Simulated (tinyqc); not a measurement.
# Metal gate on a two-layer dielectric stack with fixed charge and a dipole: what changes with what

Gate, layer 2, layer 1, p-type semiconductor; x runs from the gate inwards. Charges are counted in units of +q. psi is the band bending at the surface, positive towards inversion. Classical charge, Boltzmann statistics, no interface traps.

Values chosen for this exercise; band and dielectric values close to those of silicon, layer 1 close to silicon dioxide, layer 2 close to zirconium oxide:
- T = 350 K (temperature)
- Eg = 1.13 eV (band gap)
- eps_r = 11.7 (relative permittivity)
- Nc = 3.59e19 cm^-3 (conduction-band density of states at T)
- Nv = 3.3e19 cm^-3 (valence-band density of states at T)
- chi = 4.01 eV (electron affinity)
- Na = 1.1e16 cm^-3 (acceptor density)
- pM = 4.99 eV (work function of the gate metal)
- t1 = 0.4 nm (thickness of layer 1, next to the semiconductor)
- e1 = 3.78 (relative permittivity of layer 1)
- t2 = 3.1 nm (thickness of layer 2, next to the gate)
- e2 = 24.5 (relative permittivity of layer 2)
- Q1 = 3.9e11 cm^-2 (fixed charge at the semiconductor interface)
- Q2 = 4.4e11 cm^-2 (fixed charge between the layers)
- r1 = 0 cm^-3 (uniform charge density in layer 1)
- r2 = 0 cm^-3 (uniform charge density in layer 2)
- Vd = 0 V (flat-band shift by a dipole layer between the layers)

Constants: q = 1.602176634e-19 C, kB = 1.380649e-23 J/K, Vt = kB T/q, eps0 = 8.8541878128e-14 F/cm where lengths are in cm. Results are converted to the units shown.

Each table varies one quantity; the others keep the values above.

## Flat band against the thickness t1

EOT = 3.9 (t1/e1 + t2/e2), Cox = eps0/(t1/e1 + t2/e2); phi_ms = pM - (chi + Eg - Vt ln(Nv/Na)). Vfb = phi_ms + Vd - (q/eps0) [Q1 (t1/e1 + t2/e2) + Q2 t2/e2 + r1 (t1^2/(2 e1) + t1 t2/e2) + r2 t2^2/(2 e2)]: each charge counts with its electrical distance from the gate. ni = sqrt(Nc Nv) exp(-Eg/(2 Vt)), Eg in volts, pB = Vt ln(Na/ni), Vth = Vfb + 2 pB + sqrt(4 q eps0 eps_r Na pB)/Cox.

Flat band against the thickness t1:
```
t1 (nm)	EOT (nm)	Vfb (V)	Vth (V)
0.5	1.0093	0.063139	0.72182
0.9	1.4220	0.055671	0.72015
1.2	1.7316	0.050070	0.71890
1.6	2.1443	0.042602	0.71723
1.9	2.4538	0.037002	0.71598
2.3	2.8665	0.029534	0.71431
2.6	3.1760	0.023933	0.71306
3	3.5887	0.016465	0.71139
```

What does the comparison show?

Vfb falls from 0.0631 to 0.0165 V and Vth falls from 0.722 to 0.711 V. The slope dVfb/dEOT is -18.1 mV/nm between the first two rows and -18.1 between the last two: a straight line, set by the charge below the growing layer, which reads as 3.90e11 cm^-2. A line through the end rows meets EOT = 0 at 0.0814 V, against phi_ms + Vd = 0.0915 V; an effective work function read from it is off by -10.1 mV from pM.

## Flat band against the thickness t2

Same model as above.

Flat band against the thickness t2:
```
t2 (nm)	EOT (nm)	Vfb (V)	Vth (V)
1	0.57188	0.077879	0.73042
2	0.73107	0.071749	0.72652
3	0.89025	0.065619	0.72263
4	1.0494	0.059489	0.71874
5	1.2086	0.053359	0.71484
6	1.3678	0.047228	0.71095
7	1.5270	0.041098	0.70706
8	1.6862	0.034968	0.70316
```

What does the comparison show?

Vfb falls from 0.0779 to 0.0350 V and Vth falls from 0.730 to 0.703 V. The slope dVfb/dEOT is -38.5 mV/nm between the first two rows and -38.5 between the last two: a straight line, set by the charge below the growing layer, which reads as 8.30e11 cm^-2. A line through the end rows meets EOT = 0 at 0.0999 V, against phi_ms + Vd = 0.0915 V; an effective work function read from it is off by 8.43 mV from pM.

Program tinyqc, `OMP_NUM_THREADS=1 python tinyqc.py 2010152 2010153 out.jsonl`; Intel Xeon 2.30GHz, shared host, one thread, about 0.01 s.
